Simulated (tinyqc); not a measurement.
Hot electrons in a saturated n-channel MOSFET, lucky-electron model: one step of the calculation.

Beyond pinch-off the lateral field grows as Esat cosh(y/l) over the velocity-saturated region (pseudo-two-dimensional model). Impact ionisation in this region gives the substrate current, which biases the body forward through Rsub. Currents are per width. Local-field laws: they overstate ionisation when the field peak is narrower than an energy relaxation length.

Task. Gate current, lifetime and channel shortening. Ig = Cg Id exp(-pb/(lm Em)); lifetime tau = (Hl/Id)(Isub/Id)^(-m); length of the saturated region dL = l ln[(dV/l + Em)/Esat]. 1 year = 3.15576e7 s.

Values chosen for this exercise; values close to those of silicon n-channel devices: hot-electron mean free path lm = 7.7 nm; oxide barrier pb = 3.2 V; prefactor of the gate current Cg = 0.001; lifetime exponent m = 3.1; lifetime constant Hl = 24000 s uA/um.

Id = 32.565134 uA/um
dV = 3.7776177 V
Em = 0.19982529 MV/cm
Isub = 0.042073346 uA/um
l = 194.42222 nm
Esat = 0.046666667 MV/cm

Give: Isub/Id; Ig; tau; dL.

Result.

Isub/Id = 0.001292
Ig = 3.024e-5 pA/um
tau = 2.106e4 years
dL = 414.8 nm

The lifetime exceeds ten years.

Computed by the program tinyqc: `OMP_NUM_THREADS=1 python tinyqc.py 2550092 2550093 out.jsonl`, one thread of a shared Intel Xeon 2.30GHz, about 0.01 s for the whole run.
